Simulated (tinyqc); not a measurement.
Printed widths: electron-beam lithography: double-Gaussian proximity function, edge placement and dose correction for parallel lines. Computed by tinyqc, a small Python program. Command: `OMP_NUM_THREADS=1 python tinyqc.py 3113140 3113141 out.jsonl proximity walk`. One thread of a shared host (Intel(R) Xeon(R) Processor @ 2.30GHz), about 0.01 s of CPU time with the checks.

Lines are infinitely long. Absorbed energy is counted so that the middle of a very large area written at dose 1 receives 1; the resist develops where it exceeds 1/2.

Inputs (values chosen for the exercise, of the order of those for 50 keV electrons in resist on silicon): forward range alpha = 0.024 micrometre; backscatter range beta = 9 micrometre; backscatter ratio eta = 0.78.

line widths (micrometre): [1.4, 0.087, 12, 0.032]

gaps between the lines (micrometre): [1.5, 0.14, 5.9]

Method:
- The first line starts at x = 0; each next one starts after the width and the gap.
- f(r) = [exp(-r^2/alpha^2)/alpha^2 + eta exp(-r^2/beta^2)/beta^2]/(pi (1 + eta)). A line from a to b at dose d gives E(x) = d [S(alpha) + eta S(beta)]/(1 + eta), S(s) = [erf((b - x)/s) - erf((a - x)/s)]/2.
- M_ij is the mean of E at the two edges of line i from line j at dose 1.
- Uncorrected edge energies are M 1. Solve M d = 1/2 for the doses d that put the mean edge energy of every line at the threshold.
- Edges are the roots of E(x) = 1/2 between a line centre and the middle of the next gap. Three cases: dose 1 everywhere; one common dose equal to the mean of d; the corrected doses.

Lines (micrometre):
```
line,left edge,right edge,centre
1,0.000,1.400,0.7000
2,2.900,2.987,2.9435
3,3.127,15.127,9.1270
4,21.027,21.059,21.0430
```

corrected doses: 1 1.10305, 2 0.92652, 3 0.97931, 4 1.60348

Width error, printed less drawn (nm):
```
line,drawn width (nm),dose 1,mean dose,corrected
1,1400,-4.5086,5.611,0.003485
2,87,3.2257,13.632,0.000242
3,12000,1.2151,11.498,0.000386
4,32,missing,-22.142,0.000025
```

What does the comparison show, and why?

At dose 1, 1 of the 4 lines stay below the threshold. With the common mean dose the errors span 35.8 nm. With corrected doses the largest error is below 0.01 nm.

Extremes, crossings and ranges named in words are read from the listed rows.
